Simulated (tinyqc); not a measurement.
The phase diagram: regular and subregular solution with a miscibility gap. Computed by tinyqc, a small Python program. Command: `OMP_NUM_THREADS=1 python tinyqc.py 3019384 3019385 out.jsonl regsol walk`. One thread of a shared host (Intel(R) Xeon(R) Processor @ 2.30GHz), about 0.02 s of CPU time with the checks.

Per mole of mixing sites: G(x) = x (1 - x) [L0 + L1 (1 - 2x)] + R T [x ln x + (1 - x) ln(1 - x)], x the fraction of B.

Inputs (values chosen for the exercise, for a model alloy): interaction L0 = 9.34 kJ/mol; size misfit eta = d ln a/dx = 0.026; asymmetry L1 = -1.1 kJ/mol.

Source of L0: given.

Constants: R = 8.314462618 J/(mol K).

Method:
- L0 and eta are given.
- The spinodal is G'' = 0, R T_s(x) = x (1 - x) [2 L0 + 6 L1 (1 - 2x)]; the critical point is its maximum.
- G' = L0 (1 - 2x) + L1 (1 - 6x + 6x^2) + R T ln[x/(1 - x)]; G'' = -2 L0 - 6 L1 (1 - 2x) + R T/[x (1 - x)].
- Common tangent: F1 = G'(x1) - G'(x2) = 0 and F2 = [G - x G'](x1) - [G - x G'](x2) = 0. Newton step: J = [[G''(x1), -G''(x2)], [-x1 G''(x1), x2 G''(x2)]], J dx = -F; a step that would leave 0 < x < 1 is halved until it stays inside. The start is x1 = s0, x2 = 1 - s0.
- For this table each start is x_s1/6 and 1 - (1 - x_s2)/6. The dilute estimate of x1 is exp(-(L0 + L1)/(R T)).

critical temperature T_c = 578.237 K

critical composition x_c = 0.581320

L0 = 9.34 kJ/mol

Binodal and spinodal:
```
T (K)  binodal x1  spinodal x_s1  spinodal x_s2  binodal x2  dilute estimate of x1
231      0.014991        0.16116        0.91280     0.99544               0.013702
289      0.038890        0.20437        0.88591     0.98543               0.032412
347      0.077190        0.25013        0.85578     0.96666               0.057496
405       0.13209        0.29989        0.82104     0.93616               0.086551
463       0.20780        0.35635        0.77904     0.88893                0.11760
520       0.31388        0.42509        0.72400     0.81412                0.14870
555       0.41340        0.48453        0.67276     0.73513                0.16769
```

What does the comparison show, and why?

The dilute estimate is 0.91 of x1 at the lowest T and 0.41 at the highest: it drops the pull of the other solutes and the impurity of the second phase. Near the top the binodal is 1.71 times as wide as the spinodal; the mean-field limit at T_c is sqrt(3) = 1.73. The gap is lopsided: at the lowest T, A dissolves 0.015 of B and B dissolves 0.0046 of A.

Extremes, crossings and ranges named in words are read from the listed rows.
